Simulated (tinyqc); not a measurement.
Fermi-level pinning at a metal contact (Cowley-Sze model): one step of the calculation.

Interface states of density Ds lie behind a thin layer of thickness dl. Neglecting the depletion charge, the barrier for electrons is phi = S (pM - chi) + (1 - S) E0 with S = 1/(1 + q Ds dl/(eps0 ei)); the barrier for holes is Eg - phi.

Problem. Barrier. Also the charge in the states, Ds (phi - E0), and the drop across the layer, pM - chi - phi.

Values chosen for this exercise; material values close to those of gallium nitride:
```
symbol   value         unit                                                    meaning
Eg        3.41           eV                                                   band gap
chi       4.02           eV                                          electron affinity
Ds      2.1e13  cm^-2 eV^-1                                density of interface states
E0        2.07           eV  depth of their neutrality level below the conduction edge
dl        0.51           nm                           thickness of the interface layer
ei         3.8                                               its relative permittivity
pM        4.43           eV                                        metal work function
```

Constants: q = 1.602176634e-19 C, eps0 = 8.8541878128e-14 F/cm where lengths are in cm. Results are converted to the units shown.

Wanted: S; phi; barrier for holes; charge in the states; drop across the layer.

Solution.

S = 0.6623
phi = 0.9707 eV
barrier for holes = 2.439 eV
charge in the states = -2.309e13 cm^-2
drop across the layer = -0.5607 V

tinyqc, about 0.01 s, one thread, Intel Xeon 2.30GHz (shared host): `OMP_NUM_THREADS=1 python tinyqc.py 2430139 2430140 out.jsonl`
